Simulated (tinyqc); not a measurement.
Segregation gettering against temperature: solubility, supersaturation, precipitation and gettering of an impurity in a silicon-like host. Computed by tinyqc, a small Python program. Command: `OMP_NUM_THREADS=1 python tinyqc.py 3012045 3012046 out.jsonl ripen sweep`. One thread of a shared host (Intel(R) Xeon(R) Processor @ 2.30GHz), about 0.01 s of CPU time with the checks.

The wafer was saturated at T1 and is then held at T.

Inputs (values chosen for the exercise, modelled on nickel in silicon): site density N0 = 5e+22 1/cm^3; enthalpy of solution H = 1.64 eV; entropy of solution S = 3.1 k_B; diffusion prefactor D0 = 0.0016 cm^2/s; migration energy Q = 0.479 eV; temperature of saturation T1 = 1400 K; impurity density in the precipitate C_p = 5.7e+22 1/cm^3; interface energy gamma = 0.53 J/m^2; anneal time t = 20 s; wafer thickness w = 775 micrometre; segregation energy E_g = 0.87 eV; segregation prefactor k_0 = 0.063; getter layer thickness t_g = 4.8 micrometre.

Gettering: segregation gettering in a layer.

Constants: k_B = 8.617333262e-05 eV/K; k_B = 1.380649e-23 J/K.

Method. C_eq(T) = N0 exp(S/k_B - H/(k_B T)); D(T) = D0 exp(-Q/(k_B T)); C0 = C_eq(T1). Supersaturation s = C0/C_eq(T); critical radius r* = 2 gamma/(C_p k_B T ln s); barrier W* = (4 pi/3) gamma r*^2. Strain energy is left out. k = k_0 exp(E_g/(k_B T)); in equilibrium the bulk keeps C/C0 = 1/(1 + k t_g/w). For a strong sink on one face the slowest diffusion mode has tau_w = 4 w^2/(pi^2 D), and C/C0 is estimated as c_eq + (1 - c_eq)(8/pi^2) sum over odd m up to 99 of exp(-m^2 t/tau_w)/m^2. Precipitation is left out here.

One run for each value:
```
anneal temperature T (K)  mean C/C0 at t  equilibrium C/C0  tau_w (s)  segregation coefficient k
700                              0.95093        1.3944e-03     4274.6                 1.1563e+05
779                              0.92694        5.9924e-03     1910.5                 2.6782e+04
858                              0.89991        1.9494e-02      990.4                 8.1209e+03
936                              0.87302        5.0336e-02      577.2                 3.0461e+03
1020                             0.84874        1.1414e-01      354.0                 1.2531e+03
1090                             0.83640        1.9569e-01      249.4                 6.6361e+02
1170                             0.83396        3.1429e-01      176.0                 3.5226e+02
1250                             0.84306        4.4328e-01      129.9                 2.0278e+02
1330                             0.85954        5.6413e-01       99.4                 1.2475e+02
```

Over the rows, mean C/C0 at t goes from 0.951 through a minimum among these rows, 0.834 at 1170, to 0.860; equilibrium C/C0 rises from 0.00139 to 0.564 (exponent d ln y / d ln x 14 between the first rows and 3.9 between the last); tau_w (s) falls from 4270 to 99.4 (exponent d ln y / d ln x -7.5 between the first rows and -4.3 between the last). Cooling raises k but slows diffusion, so the result is best in between, near 1170 K.

Caution (rows 700, 779, 858, 936, 1020, 1090, 1170): the barrier to homogeneous nucleation is below 35 k_B T for these inputs, so new precipitates would form and outnumber the fixed sinks assumed here.

Extremes, crossings and ranges named in words are read from the listed rows.
